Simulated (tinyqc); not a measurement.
Charge control and current of a heterostructure field-effect transistor: one step, computed by the program tinyqc. Command: `OMP_NUM_THREADS=1 python tinyqc.py 3009053 3009054 out.jsonl hemt walk`. One thread of a shared host (Intel(R) Xeon(R) Processor @ 2.30GHz), about 0.01 s of CPU time with the checks.

Two subbands in a triangular well; E_F is counted from the conduction band edge of the channel at the interface.

Task: Threshold and barrier capacitance. Threshold V_T = phi_B - dE_c - e N_d (d - spacer)/(eps eps_0) (in volts); C_b = eps eps_0/d.

Inputs (values chosen for the exercise, modelled on AlGaAs/GaAs):
```
quantity                                  value    unit
permittivity eps (barrier and channel)     12.3       -
barrier thickness d                          23      nm
Schottky barrier phi_B                      1.1      eV
conduction band offset dE_c                0.28      eV
delta-doping density N_d                4.5e+12  1/cm^2
spacer between delta layer and channel      4.2      nm
```

Charge source: delta doping. Velocity law: smooth.

Constants: e = 1.602176634e-19 C; eps_0 = 8.8541878128e-12 F/m.

Give: threshold voltage V_T; barrier capacitance C_b.

Result:

threshold voltage V_T = -0.42459 V

barrier capacitance C_b = 0.47351 microfarad/cm^2

The device is normally on.
